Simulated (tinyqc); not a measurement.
One gate, two gates and a surrounding gate.

Below threshold the potential that source and drain add obeys Laplace's equation, vanishes on the gates and decays along the channel as exp(-k y). The same ts (depleted depth over a conducting body, body thickness or wire diameter), ti and permittivities in three geometries; k is the smallest positive root of: one gate, f(k) = eps_r sin(k ti) cos(k ts) + ei cos(k ti) sin(k ts); two gates, f(k) = ei cos(k ti) cos(k ts/2) - eps_r sin(k ti) sin(k ts/2); wire, f(k) = ei J0(u)[J1(u) Y0(v) - Y1(u) J0(v)] - eps_r J1(u)[J0(u) Y0(v) - Y0(u) J0(v)], u = k ts/2, v = u + k ti. Parabolic estimates of l: sqrt((eps_r/ei) ts ti); sqrt((eps_r/(2 ei)) ts ti (1 + ei ts/(4 eps_r ti))); sqrt([2 eps_r ts^2 ln(1 + 2 ti/ts) + ei ts^2]/(16 ei)), in the same order.

Parameters, values chosen for the exercise; permittivities: semiconductor close to that of silicon, insulator close to that of silicon dioxide:
```
symbol  value  unit                                     meaning
eps_r    11.8        relative permittivity of the semiconductor
ei       3.84            relative permittivity of the insulator
ti        2.2    nm                         insulator thickness
ts        9.3    nm                              body thickness
```

Scale lengths (nm):

|  | Lambda = pi/k | l = 1/k | l(parabolic) |
|---|---|---|---|
| one gate over a conducting body | 13.85 | 4.409 | 7.929 |
| two gates | 19.93 | 6.343 | 6.500 |
| wire | 12.90 | 4.105 | 4.275 |

What does the table show?

The wire has the shortest scale length, 0.647 times that of the double gate; the single gate over a conducting body has 0.695 times it, its layer ending directly on a conductor where the double gate has a second insulator. The parabolic estimates are 80 % above, 2.5 % above and 4.1 % above the exact l, in the order of the rows.

Program tinyqc, `OMP_NUM_THREADS=1 python tinyqc.py 2420122 2420123 out.jsonl`; Intel Xeon 2.30GHz, shared host, one thread, about 0.01 s.
